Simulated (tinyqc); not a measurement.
UHF in the sto-6g basis, for BeH2, spin multiplicity 1, step by step (part 2 of 3). Computed by tinyqc, a small Python program that keeps every step (integrals from PySCF). Command: `OMP_NUM_THREADS=1 python tinyqc.py 21471 21472 out.jsonl` (the two numbers bound the seeds that draw the settings). One thread of a shared host (Intel(R) Xeon(R) Processor @ 2.60GHz), about 0.2 s of CPU time with the checks.

Geometry (angstrom):

| atom | x | y | z |
|---|---|---|---|
| Be | 0.000000 | 0.000000 | 0.000000 |
| H | 0.000000 | 1.407000 | 0.033000 |
| H | 0.000000 | -1.507000 | 0.035000 |

## Iteration 2: building the Fock matrix

D(alpha) after iteration 1:
```
            1Be 1s     1Be 2s   1Be 2px    1Be 2py    1Be 2pz      2H 1s      3H 1s
1Be 1s    1.026750  -0.081935  0.000000  -0.003985  -0.046310  -0.084709  -0.081237
1Be 2s   -0.081935   0.294190  0.000000   0.003383   0.125299   0.215891   0.214830
1Be 2px   0.000000   0.000000  0.000000   0.000000   0.000000   0.000000   0.000000
1Be 2py  -0.003985   0.003383  0.000000   0.249202  -0.020956   0.206989  -0.210226
1Be 2pz  -0.046310   0.125299  0.000000  -0.020956   0.055516   0.073825   0.110898
2H 1s    -0.084709   0.215891  0.000000   0.206989   0.073825   0.326770  -0.016395
3H 1s    -0.081237   0.214830  0.000000  -0.210226   0.110898  -0.016395   0.339019
```

D(beta) after iteration 1:
```
            1Be 1s     1Be 2s   1Be 2px    1Be 2py    1Be 2pz      2H 1s      3H 1s
1Be 1s    1.027964  -0.085707  0.000000  -0.003557   0.043222  -0.085466  -0.082376
1Be 2s   -0.085707   0.305209  0.000000   0.001859  -0.117762   0.219065   0.219449
1Be 2px   0.000000   0.000000  0.000000   0.000000   0.000000   0.000000   0.000000
1Be 2py  -0.003557   0.001859  0.000000   0.251263   0.021360   0.206992  -0.210509
1Be 2pz   0.043222  -0.117762  0.000000   0.021360   0.047486  -0.066675  -0.103530
2H 1s    -0.085466   0.219065  0.000000   0.206992  -0.066675   0.326031  -0.015394
3H 1s    -0.082376   0.219449  0.000000  -0.210509  -0.103530  -0.015394   0.336948
```

core Hamiltonian H = T + V (hartree):
```
            1Be 1s     1Be 2s    1Be 2px    1Be 2py    1Be 2pz      2H 1s      3H 1s
1Be 1s   -8.673090  -2.043337   0.000000  -0.002200  -0.000751  -0.503517  -0.402242
1Be 2s   -2.043337  -2.772506   0.000000  -0.011424  -0.006278  -1.186881  -1.053515
1Be 2px   0.000000   0.000000  -2.262635   0.000000   0.000000   0.000000   0.000000
1Be 2py  -0.002200  -0.011424   0.000000  -2.468426  -0.000277  -1.253468   1.148560
1Be 2pz  -0.000751  -0.006278   0.000000  -0.000277  -2.262747  -0.030051  -0.027266
2H 1s    -0.503517  -1.186881   0.000000  -1.253468  -0.030051  -2.147799  -0.087115
3H 1s    -0.402242  -1.053515   0.000000   1.148560  -0.027266  -0.087115  -2.051400
```

nuclear repulsion = 3.08980322 hartree

Given earlier and not repeated: Two-electron integrals (ij|kl) in chemists' order.

J_ij = sum D_kl (ij|kl) with D = D(alpha) + D(beta), K_ij = sum D_kl (ik|jl) for each spin; F = H + J - K(s); E = tr D H + tr D J / 2 - 0.5 sum_s tr D(s) K(s) + E_nn.

Coulomb J (hartree):
```
           1Be 1s    1Be 2s   1Be 2px    1Be 2py   1Be 2pz     2H 1s      3H 1s
1Be 1s   6.401188  1.170235  0.000000   0.002633  0.001339  0.292250   0.232469
1Be 2s   1.170235  2.620405  0.000000   0.009975  0.008517  1.101118   0.976795
1Be 2px  0.000000  0.000000  2.551211   0.000000  0.000000  0.000000   0.000000
1Be 2py  0.002633  0.009975  0.000000   2.753705  0.000130  1.267565  -1.154110
1Be 2pz  0.001339  0.008517  0.000000   0.000130  2.556302  0.030801   0.027766
2H 1s    0.292250  1.101118  0.000000   1.267565  0.030801  2.432537   0.069146
3H 1s    0.232469  0.976795  0.000000  -1.154110  0.027766  0.069146   2.344350
```

exchange K(alpha) (hartree):
```
            1Be 1s    1Be 2s   1Be 2px    1Be 2py    1Be 2pz     2H 1s      3H 1s
1Be 1s    2.318105  0.377534  0.000000  -0.000048  -0.000480  0.098369   0.078698
1Be 2s    0.377534  0.411949  0.000000   0.014739   0.092158  0.296976   0.269213
1Be 2px   0.000000  0.000000  0.074361   0.000000   0.000000  0.000000   0.000000
1Be 2py  -0.000048  0.014739  0.000000   0.471538  -0.013679  0.339218  -0.314710
1Be 2pz  -0.000480  0.092158  0.000000  -0.013679   0.099574  0.048469   0.062727
2H 1s     0.098369  0.296976  0.000000   0.339218   0.048469  0.571299   0.008998
3H 1s     0.078698  0.269213  0.000000  -0.314710   0.062727  0.008998   0.547614
```

exchange K(beta) (hartree):
```
            1Be 1s     1Be 2s   1Be 2px    1Be 2py    1Be 2pz      2H 1s      3H 1s
1Be 1s    2.318779   0.377079  0.000000  -0.000033   0.000423   0.098233   0.078521
1Be 2s    0.377079   0.416507  0.000000   0.013951  -0.077767   0.297375   0.270047
1Be 2px   0.000000   0.000000  0.075268   0.000000   0.000000   0.000000   0.000000
1Be 2py  -0.000033   0.013951  0.000000   0.473248   0.014437   0.339308  -0.314666
1Be 2pz   0.000423  -0.077767  0.000000   0.014437   0.094192  -0.033551  -0.049125
2H 1s     0.098233   0.297375  0.000000   0.339308  -0.033551   0.569858   0.008502
3H 1s     0.078521   0.270047  0.000000  -0.314666  -0.049125   0.008502   0.545077
```

F(alpha) (hartree):
```
            1Be 1s     1Be 2s   1Be 2px    1Be 2py    1Be 2pz      2H 1s      3H 1s
1Be 1s   -4.590007  -1.250637  0.000000   0.000481   0.001069  -0.309637  -0.248471
1Be 2s   -1.250637  -0.564050  0.000000  -0.016188  -0.089919  -0.382739  -0.345932
1Be 2px   0.000000   0.000000  0.214215   0.000000   0.000000   0.000000   0.000000
1Be 2py   0.000481  -0.016188  0.000000  -0.186258   0.013533  -0.325121   0.309159
1Be 2pz   0.001069  -0.089919  0.000000   0.013533   0.193981  -0.047719  -0.062227
2H 1s    -0.309637  -0.382739  0.000000  -0.325121  -0.047719  -0.286561  -0.026967
3H 1s    -0.248471  -0.345932  0.000000   0.309159  -0.062227  -0.026967  -0.254664
```

F(beta) (hartree):
```
            1Be 1s     1Be 2s   1Be 2px    1Be 2py    1Be 2pz      2H 1s      3H 1s
1Be 1s   -4.590681  -1.250182  0.000000   0.000467   0.000166  -0.309500  -0.248294
1Be 2s   -1.250182  -0.568608  0.000000  -0.015400   0.080006  -0.383138  -0.346767
1Be 2px   0.000000   0.000000  0.213308   0.000000   0.000000   0.000000   0.000000
1Be 2py   0.000467  -0.015400  0.000000  -0.187969  -0.014584  -0.325211   0.309116
1Be 2pz   0.000166   0.080006  0.000000  -0.014584   0.199364   0.034301   0.049625
2H 1s    -0.309500  -0.383138  0.000000  -0.325211   0.034301  -0.285120  -0.026471
3H 1s    -0.248294  -0.346767  0.000000   0.309116   0.049625  -0.026471  -0.252127
```

total energy of this density = -15.67810466 hartree

## Iteration 2: DIIS over 2 matrices

error matrix X^T (FDS - SDF) X (alpha):
```
           1          2          3         4          5          6          7
1   0.000000   0.000238   0.000952  0.000000  -0.001362  -0.003840   0.004294
2  -0.000238   0.000000   0.015433  0.000000  -0.007338  -0.002077  -0.000884
3  -0.000952  -0.015433   0.000000  0.000000   0.029785   0.003391   0.002704
4   0.000000   0.000000   0.000000  0.000000   0.000000   0.000000   0.000000
5   0.001362   0.007338  -0.029785  0.000000   0.000000   0.041274   0.027885
6   0.003840   0.002077  -0.003391  0.000000  -0.041274   0.000000  -0.000117
7  -0.004294   0.000884  -0.002704  0.000000  -0.027885   0.000117   0.000000
```

B (overlaps of the stored error matrices):
```
               1              2
1  1.4221933e-01  3.2078477e-02
2  3.2078477e-02  1.4095811e-02
```

Minimise |sum c_i e_i|^2 with sum c_i = 1: solve [B -1; -1 0][c; lambda] = [0; -1] with B_ij = tr e_i^T e_j summed over both spins, and take F = sum c_i F_i.

DIIS coefficients: -0.195128  1.195128

extrapolated F(alpha) (hartree):
```
            1Be 1s     1Be 2s   1Be 2px    1Be 2py    1Be 2pz      2H 1s      3H 1s
1Be 1s   -4.605505  -1.252080  0.000000   0.000193   0.000187  -0.310360  -0.249012
1Be 2s   -1.252080  -0.571368  0.000000  -0.017312  -0.079180  -0.386856  -0.349215
1Be 2px   0.000000   0.000000  0.207107   0.000000   0.000000   0.000000   0.000000
1Be 2py   0.000193  -0.017312  0.000000  -0.186237   0.010630  -0.326323   0.309572
1Be 2pz   0.000187  -0.079180  0.000000   0.010630   0.194038  -0.043282  -0.055345
2H 1s    -0.310360  -0.386856  0.000000  -0.326323  -0.043282  -0.291104  -0.027950
3H 1s    -0.249012  -0.349215  0.000000   0.309572  -0.055345  -0.027950  -0.255024
```

extrapolated F(beta) (hartree):
```
            1Be 1s     1Be 2s   1Be 2px    1Be 2py    1Be 2pz      2H 1s      3H 1s
1Be 1s   -4.606020  -1.251799  0.000000   0.000191   0.001042  -0.310282  -0.248906
1Be 2s   -1.251799  -0.575148  0.000000  -0.016692   0.069575  -0.387017  -0.349644
1Be 2px   0.000000   0.000000  0.206333   0.000000   0.000000   0.000000   0.000000
1Be 2py   0.000191  -0.016692  0.000000  -0.187794  -0.011701  -0.326351   0.309344
1Be 2pz   0.001042   0.069575  0.000000  -0.011701   0.198098   0.030016   0.042943
2H 1s    -0.310282  -0.387017  0.000000  -0.326351   0.030016  -0.289480  -0.027414
3H 1s    -0.248906  -0.349644  0.000000   0.309344   0.042943  -0.027414  -0.252042
```

## Iteration 2: diagonalisation and new density

X:
```
                 1          2          3         4          5          6          7
1Be 1s   -0.057049  -0.348137   0.936209  0.000000  -0.107849   0.180538   0.180583
1Be 2s    0.283964   1.119645  -0.074916  0.000000  -0.014830   0.368606   0.376650
1Be 2px   0.000000   0.000000   0.000000  1.000000   0.000000   0.000000   0.000000
1Be 2py   1.272296  -0.232210  -0.009565  0.000000   0.001037  -0.399947   0.378503
1Be 2pz   0.006981   0.026843   0.119577  0.000000   0.992563   0.008321   0.008507
2H 1s    -1.099939  -0.543634  -0.273660  0.000000   0.032116  -0.026879   0.517838
3H 1s     0.733985  -0.872650  -0.292909  0.000000   0.034246   0.524339  -0.011840
```

Diagonalise F' = X^T F X, C = X C', fill 3 alpha and 3 beta electrons from the bottom; D(s) = C_occ C_occ^T. Each column has its largest component positive (the first on a tie).

F' = X^T F X (alpha) (hartree):
```
           1          2          3         4          5          6          7
1   0.790549  -0.060160   0.066646  0.000000  -0.009690  -0.019904   0.053796
2  -0.060160   0.320622   0.585030  0.000000  -0.089087   0.177265   0.164434
3   0.066646   0.585030  -3.637090  0.000000   0.498269  -1.142422  -1.171421
4   0.000000   0.000000   0.000000  0.207107   0.000000   0.000000   0.000000
5  -0.009690  -0.089087   0.498269  0.000000   0.133306   0.085452   0.103606
6  -0.019904   0.177265  -1.142422  0.000000   0.085452  -0.797956  -0.426556
7   0.053796   0.164434  -1.171421  0.000000   0.103606  -0.426556  -0.847177
```

orbital energies (alpha) (hartree): MO1 -4.607065, MO2 -0.441620, MO3 -0.395476, MO4 0.205475, MO5 0.207107, MO6 0.400441, MO7 0.800498

coefficients C (alpha):
```
               MO1        MO2        MO3        MO4       MO5        MO6        MO7
1Be 1s    0.994706  -0.199269  -0.043104   0.014891  0.000000  -0.215317  -0.013722
1Be 2s    0.021130   0.551407   0.134434  -0.011213  0.000000   1.129812   0.136526
1Be 2px   0.000000   0.000000   0.000000   0.000000  1.000000   0.000000   0.000000
1Be 2py  -0.000017   0.113714  -0.479086   0.002501  0.000000  -0.071361   1.314694
1Be 2pz   0.000313   0.118488   0.050087   0.990995  0.000000  -0.041698   0.005701
2H 1s    -0.002233   0.480757  -0.315302  -0.084761  0.000000  -0.710200  -1.004036
3H 1s    -0.002516   0.287950   0.508899  -0.113560  0.000000  -0.795634   0.821257
```

F' = X^T F X (beta) (hartree):
```
           1          2          3         4          5          6          7
1   0.790517  -0.059999   0.067072  0.000000  -0.004392  -0.017776   0.052770
2  -0.059999   0.321946   0.590972  0.000000  -0.043550   0.177052   0.165365
3   0.067072   0.590972  -3.651310  0.000000   0.440620  -1.129644  -1.161886
4   0.000000   0.000000   0.000000  0.206333   0.000000   0.000000   0.000000
5  -0.004392  -0.043550   0.440620  0.000000   0.144052   0.198233   0.187601
6  -0.017776   0.177052  -1.129644  0.000000   0.198233  -0.796235  -0.425193
7   0.052770   0.165365  -1.161886  0.000000   0.187601  -0.425193  -0.845923
```

orbital energies (beta) (hartree): MO1 -4.607565, MO2 -0.440499, MO3 -0.395020, MO4 0.201943, MO5 0.206333, MO6 0.403947, MO7 0.800241

coefficients C (beta):
```
               MO1        MO2        MO3        MO4       MO5        MO6        MO7
1Be 1s    0.994730  -0.200331  -0.045421   0.007206  0.000000  -0.214128  -0.013856
1Be 2s    0.021034   0.556205   0.141914  -0.088439  0.000000   1.123067   0.136972
1Be 2px   0.000000   0.000000   0.000000   0.000000  1.000000   0.000000   0.000000
1Be 2py  -0.000028   0.117362  -0.480865  -0.001335  0.000000  -0.071201   1.313734
1Be 2pz  -0.000433  -0.105875  -0.048405   0.982214  0.000000   0.148612   0.002640
2H 1s    -0.002207   0.482031  -0.310671   0.126639  0.000000  -0.704352  -1.004579
3H 1s    -0.002506   0.282694   0.508269   0.157384  0.000000  -0.789283   0.822371
```

D(alpha) after iteration 2:
```
            1Be 1s     1Be 2s   1Be 2px    1Be 2py    1Be 2pz      2H 1s      3H 1s
1Be 1s    1.031006  -0.094655  0.000000  -0.002026  -0.025459  -0.084430  -0.081817
1Be 2s   -0.094655   0.322569  0.000000  -0.001703   0.072075   0.222659   0.227138
1Be 2px   0.000000   0.000000  0.000000   0.000000   0.000000   0.000000   0.000000
1Be 2py  -0.002026  -0.001703  0.000000   0.242454  -0.010522   0.205725  -0.211062
1Be 2pz  -0.025459   0.072075  0.000000  -0.010522   0.016548   0.041171   0.059607
2H 1s    -0.084430   0.222659  0.000000   0.205725   0.041171   0.330548  -0.022017
3H 1s    -0.081817   0.227138  0.000000  -0.211062   0.059607  -0.022017   0.341899
```

D(beta) after iteration 2:
```
            1Be 1s     1Be 2s   1Be 2px    1Be 2py    1Be 2pz      2H 1s      3H 1s
1Be 1s    1.031683  -0.096948  0.000000  -0.001697   0.022978  -0.084650  -0.082211
1Be 2s   -0.096948   0.329946  0.000000  -0.002965  -0.065767   0.223973   0.229314
1Be 2px   0.000000   0.000000  0.000000   0.000000   0.000000   0.000000   0.000000
1Be 2py  -0.001697  -0.002965  0.000000   0.245005   0.010851   0.205963  -0.211231
1Be 2pz   0.022978  -0.065767  0.000000   0.010851   0.013553  -0.035996  -0.054532
2H 1s    -0.084650   0.223973  0.000000   0.205963  -0.035996   0.328875  -0.021632
3H 1s    -0.082211   0.229314  0.000000  -0.211231  -0.054532  -0.021632   0.338260
```

## Iteration 11 (converged): orbitals

converged F(alpha) (hartree):
```
            1Be 1s     1Be 2s   1Be 2px    1Be 2py    1Be 2pz      2H 1s      3H 1s
1Be 1s   -4.594683  -1.249147  0.000000  -0.000414   0.000502  -0.309623  -0.248302
1Be 2s   -1.249147  -0.581815  0.000000  -0.014167  -0.004648  -0.390113  -0.355388
1Be 2px   0.000000   0.000000  0.209957   0.000000   0.000000   0.000000   0.000000
1Be 2py  -0.000414  -0.014167  0.000000  -0.190614  -0.000494  -0.326607   0.310992
1Be 2pz   0.000502  -0.004648  0.000000  -0.000494   0.209814  -0.006126  -0.005678
2H 1s    -0.309623  -0.390113  0.000000  -0.326607  -0.006126  -0.291049  -0.029680
3H 1s    -0.248302  -0.355388  0.000000   0.310992  -0.005678  -0.029680  -0.254690
```

converged F(beta) (hartree):
```
            1Be 1s     1Be 2s   1Be 2px    1Be 2py    1Be 2pz      2H 1s      3H 1s
1Be 1s   -4.594683  -1.249147  0.000000  -0.000414   0.000502  -0.309623  -0.248302
1Be 2s   -1.249147  -0.581814  0.000000  -0.014164  -0.004648  -0.390113  -0.355388
1Be 2px   0.000000   0.000000  0.209958   0.000000   0.000000   0.000000   0.000000
1Be 2py  -0.000414  -0.014164  0.000000  -0.190613  -0.000493  -0.326609   0.310990
1Be 2pz   0.000502  -0.004648  0.000000  -0.000493   0.209814  -0.006126  -0.005678
2H 1s    -0.309623  -0.390113  0.000000  -0.326609  -0.006126  -0.291058  -0.029680
3H 1s    -0.248302  -0.355388  0.000000   0.310990  -0.005678  -0.029680  -0.254684
```

As before.

F' = X^T F X (alpha) (hartree):
```
           1          2          3         4          5          6          7
1   0.790940  -0.059406   0.066096  0.000000  -0.006930  -0.017148   0.051286
2  -0.059406   0.321664   0.588763  0.000000  -0.066472   0.171432   0.163402
3   0.066096   0.588763  -3.636395  0.000000   0.469653  -1.130653  -1.162212
4   0.000000   0.000000   0.000000  0.209957   0.000000   0.000000   0.000000
5  -0.006930  -0.066472   0.469653  0.000000   0.152438   0.141778   0.145594
6  -0.017148   0.171432  -1.130653  0.000000   0.141778  -0.801878  -0.427562
7   0.051286   0.163402  -1.162212  0.000000   0.145594  -0.427562  -0.848163
```

orbital energies (alpha) (hartree): MO1 -4.596244, MO2 -0.440010, MO3 -0.396375, MO4 0.209672, MO5 0.209957, MO6 0.401212, MO7 0.800351

coefficients C (alpha):
```
               MO1        MO2        MO3        MO4       MO5        MO6        MO7
1Be 1s    0.994691  -0.201524  -0.045905   0.011202  0.000000  -0.212872  -0.014442
1Be 2s    0.021196   0.559431   0.144431  -0.051270  0.000000   1.123185   0.139151
1Be 2px   0.000000   0.000000   0.000000   0.000000  1.000000   0.000000   0.000000
1Be 2py   0.000182   0.115847  -0.483646   0.000755  0.000000  -0.071642   1.312824
1Be 2pz  -0.000037   0.005290   0.001117   0.998641  0.000000   0.055308   0.004237
2H 1s    -0.002333   0.483008  -0.310687   0.022542  0.000000  -0.712231  -1.006278
3H 1s    -0.002446   0.286018   0.505872   0.023941  0.000000  -0.805331   0.821853
```

F' = X^T F X (beta) (hartree):
```
           1          2          3         4          5          6          7
1   0.790939  -0.059408   0.066094  0.000000  -0.006930  -0.017146   0.051293
2  -0.059408   0.321664   0.588762  0.000000  -0.066472   0.171427   0.163407
3   0.066094   0.588762  -3.636395  0.000000   0.469653  -1.130654  -1.162211
4   0.000000   0.000000   0.000000  0.209958   0.000000   0.000000   0.000000
5  -0.006930  -0.066472   0.469653  0.000000   0.152438   0.141778   0.145594
6  -0.017146   0.171427  -1.130654  0.000000   0.141778  -0.801876  -0.427561
7   0.051293   0.163407  -1.162211  0.000000   0.145594  -0.427561  -0.848165
```

orbital energies (beta) (hartree): MO1 -4.596244, MO2 -0.440011, MO3 -0.396375, MO4 0.209672, MO5 0.209958, MO6 0.401212, MO7 0.800351

coefficients C (beta):
```
               MO1        MO2        MO3        MO4       MO5        MO6        MO7
1Be 1s    0.994691  -0.201521  -0.045916   0.011202  0.000000  -0.212872  -0.014442
1Be 2s    0.021196   0.559420   0.144466  -0.051270  0.000000   1.123186   0.139149
1Be 2px   0.000000   0.000000   0.000000   0.000000  1.000000   0.000000   0.000000
1Be 2py   0.000182   0.115862  -0.483640   0.000755  0.000000  -0.071631   1.312825
1Be 2pz  -0.000037   0.005290   0.001118   0.998641  0.000000   0.055308   0.004237
2H 1s    -0.002333   0.483030  -0.310672   0.022542  0.000000  -0.712231  -1.006272
3H 1s    -0.002446   0.285994   0.505878   0.023941  0.000000  -0.805330   0.821858
```

D(alpha) after iteration 11:
```
            1Be 1s     1Be 2s   1Be 2px    1Be 2py    1Be 2pz      2H 1s      3H 1s
1Be 1s    1.032129  -0.098285  0.000000  -0.000963  -0.001154  -0.085396  -0.083295
1Be 2s   -0.098285   0.334273  0.000000  -0.005041   0.003120   0.225287   0.233019
1Be 2px   0.000000   0.000000  0.000000   0.000000   0.000000   0.000000   0.000000
1Be 2py  -0.000963  -0.005041  0.000000   0.247334   0.000073   0.206217  -0.211529
1Be 2pz  -0.001154   0.003120  0.000000   0.000073   0.000029   0.002208   0.002078
2H 1s    -0.085396   0.225287  0.000000   0.206217   0.002208   0.329828  -0.019013
3H 1s    -0.083295   0.233019  0.000000  -0.211529   0.002078  -0.019013   0.337718
```

D(beta) after iteration 11:
```
            1Be 1s     1Be 2s   1Be 2px    1Be 2py    1Be 2pz      2H 1s      3H 1s
1Be 1s    1.032129  -0.098284  0.000000  -0.000961  -0.001154  -0.085396  -0.083295
1Be 2s   -0.098284   0.334270  0.000000  -0.005050   0.003120   0.225285   0.233021
1Be 2px   0.000000   0.000000  0.000000   0.000000   0.000000   0.000000   0.000000
1Be 2py  -0.000961  -0.005050  0.000000   0.247332   0.000072   0.206218  -0.211527
1Be 2pz  -0.001154   0.003120  0.000000   0.000072   0.000029   0.002208   0.002079
2H 1s    -0.085396   0.225285  0.000000   0.206218   0.002208   0.329840  -0.019013
3H 1s    -0.083295   0.233021  0.000000  -0.211527   0.002079  -0.019013   0.337711
```
